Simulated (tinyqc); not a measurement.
Gamma, L and X subbands of a thin body with non-parabolic valleys: sweeps and comparisons. A value that a table varies takes the place of the one given here.

Hard walls, flat band, c = hbar^2/2m0, energies from the bulk Gamma edge. For a valley at angle theta to the normal 1/m_z = cos^2/ml + sin^2/mt and m_d = sqrt(ml mt^2/m_z). Subband n starts at E_v + e with e (1 + a e) = c (n pi/t)^2/m_z, and its density-of-states mass is taken as m_d (1 + 2 a e), without further growth at higher in-plane energy. Groups are named by valley and degeneracy.

n_i = g m/(2 pi c) kB T ln(1 + exp((EF - E_i)/kB T)), sum n_i = Ns (1e12/cm^2 = 1e-4/angstrom^2), c = hbar^2/2m0. Quantum capacitance Cq = 1602.176634 sum g m/(2 pi c) f_i in microfarad/cm^2 with f_i = 1/(1 + exp((E_i - EF)/kB T)); Cox = 34.5313/eot (one gate); C/Cox = Cq/(Cq + Cox), the centroid term left out.

Constants: hbar^2/2m0 = 3.80998211 eV angstrom^2; kB = 8.617333262e-05 eV/K.

Inputs chosen for the exercise (near those of a thin GaSb channel; shifted at random, so the results belong to these values and not to a real crystal): face = 100 (surface); mG = 0.0383 m0 (Gamma mass); aG = 1.13 1/eV (Gamma non-parabolicity); EL = 0.055 eV (L edge above Gamma); mL = (1.29, 0.102) m0 (L valleys (four, along <111>): ml, mt); EX = 0.304 eV (X edge above Gamma); mX = (1.503, 0.212) m0 (X valleys (three, along <100>): ml, mt); aS = 0.7 1/eV (non-parabolicity of L and X); Ns = 6 x 1e12/cm^2 (sheet density); T = 300 K (temperature); eot = 12 angstrom (equivalent oxide thickness); ts = (20, 26, 34, 45, 60, 85, 130) angstrom (thicknesses); t = 54 angstrom (body thickness); Nl = (0.5, 1, 2, 4, 7, 11, 16) x 1e12/cm^2 (sheet densities).

## Thinning the body

Lowest edge of each valley type, the lowest group, the Gamma share and C/Cox, with n = 1 to 8 of all groups.

Results:
```
t (angstrom)  Gamma (eV)  L (eV)  X (eV)  lowest  Gamma share (%)  C/Cox
20                 1.096   0.533   0.364      X1              0.0  0.846
26                 0.775   0.365   0.340      X1              0.0  0.917
34                 0.531   0.250   0.325      L4              0.0  0.916
45                 0.348   0.172   0.316      L4              0.0  0.914
60                 0.219   0.123   0.311      L4              0.1  0.914
85                 0.120   0.090   0.307      L4              1.3  0.914
130                0.055   0.070   0.305      G1              4.3  0.918
```

What does this show?

From 130 down to 20 angstrom Gamma rises by 1.04 eV, L by 0.46 and X by 0.06 eV, the light Gamma mass moving most. The lowest group changes from G1 to L4 between 130 and 85 angstrom. The lowest group changes from L4 to X1 between 34 and 26 angstrom. The Gamma share goes from 4 % to 0 %. C/Cox is 0.92 and 0.85 at the ends and lies between 0.85 and 0.92. Hard walls overstate the rise in the thinnest rows.

## Raising the sheet density

Fixed thickness, n = 1 to 8 of all groups; the gate overdrive above the lowest edge is (EF - E_lowest)/e + 0.1602177 Ns/Cox in volts.

Results:
```
Ns (1e12/cm^2)  EF - lowest (eV)  Gamma share (%)     Cq  C/Cox  overdrive (V)
0.5                       -0.087              0.0   3.05  0.514         -0.059
1.0                       -0.068              0.0   5.99  0.675         -0.013
2.0                       -0.050              0.0  11.58  0.801          0.062
4.0                       -0.030              0.0  21.68  0.883          0.193
7.0                       -0.013              0.1  34.47  0.923          0.377
11.0                       0.003              0.1  47.91  0.943          0.616
16.0                       0.018              0.1  60.31  0.954          0.909
```

What does this show?

The lowest subband is L4 n=1; the light Gamma level lies 122 meV above it, lifted there by confinement. At the highest density band filling takes 0.018 V of the 0.909 V overdrive. Cq grows from 3.0 to 60.3 microfarad/cm^2 while EF moves from -0.087 to +0.018 eV against the lowest edge; the Gamma share stays near 0 %.

## What each parameter does

n = 1 to 8 of all groups. Each row changes one parameter from the base and keeps the others.

Results:
```
case                lowest edge (eV)  EF (eV)  Gamma share (%)  C/Cox
base                           0.138    0.120              0.0  0.914
t = 48 angstrom                0.158    0.140              0.0  0.914
mG = 0.044 m0                  0.138    0.120              0.2  0.914
aG = 0.79 1/eV                 0.138    0.120              0.0  0.914
EL = 0.005 eV                  0.088    0.070              0.0  0.914
Ns = 9 x 1e12/cm^2             0.138    0.134              0.1  0.935
eot = 10 angstrom              0.138    0.120              0.0  0.898
T = 250 K                      0.138    0.128              0.0  0.924
```

What does this show?

The largest shifts from the base row, up to three for each result and ties (the steps differ in size, so this ranks the rows, not the parameters). lowest edge (eV): EL -0.050, t +0.021; unchanged at the printed digits by mG, aG, Ns, eot and T. EF (eV): EL -0.050, t +0.020, Ns +0.013; unchanged at the printed digits by mG, aG and eot. Gamma share (%): mG +0.1, Ns +0.0; unchanged at the printed digits by t, aG, EL, eot and T. C/Cox: Ns +0.022, eot -0.015, T +0.011; unchanged at the printed digits by t, mG, aG and EL.

Computed by tinyqc, a small Python program: `OMP_NUM_THREADS=1 python tinyqc.py 1281260 1281261 out.jsonl` (the numbers bound the seed that draws the inputs); one thread of a shared host (Intel(R) Xeon(R) Processor @ 2.30GHz), about 0.03 s for the whole set of steps.
